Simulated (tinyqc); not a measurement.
Equation-of-state fits to an energy-volume table made by a known binding curve: one step, computed by the program tinyqc. Command: `OMP_NUM_THREADS=1 python tinyqc.py 3005877 3005878 out.jsonl eosfit walk`. One thread of a shared host (Intel(R) Xeon(R) Processor @ 2.30GHz), about 0.02 s of CPU time with the checks.

With x = (V/V_0)^(1/3), the energy per atom is E = D [exp(-2 eta (x - 1)) - 2 exp(-eta (x - 1))], so that B0 = 2 D eta^2/(9 V_0) and B' = 1 + eta. B' = dB/dP at P = 0.

Task: Errors of the Birch-Murnaghan fit. Third-order Birch-Murnaghan is a cubic in u = V^(-2/3): fit it by linear least squares, find the minimum, and take B0 = V E''(V), B' = -1 - V E'''/E'' there. Errors are fitted minus exact, relative; the pressure at c V_0 uses P = (3 B0/2) (x^7 - x^5) [1 + (3/4)(B' - 4)(x^2 - 1)], x = (V0/V)^(1/3) with the fitted values.

Inputs (values chosen for the exercise, for a model crystal): true volume V_0 = 13.5 angstrom^3/atom; compression V/V_0 for the pressure test = 0.75.

Binding curve: Morse. Noise: added.

fitted B0 = 97.15128 GPa

exact B0 = 97.38606 GPa

fitted B' = 4.439112

exact B' = 4.33

fitted V0 = 13.49928 angstrom^3

exact pressure at c V_0 = 51.29583 GPa

Give: error of B0; error of B'; fitted pressure at c V_0; error of that pressure.

Result:

error of B0 = -0.2411 %

error of B' = 2.520 %

fitted pressure at c V_0 = 53.21 GPa

error of that pressure = 3.734 %
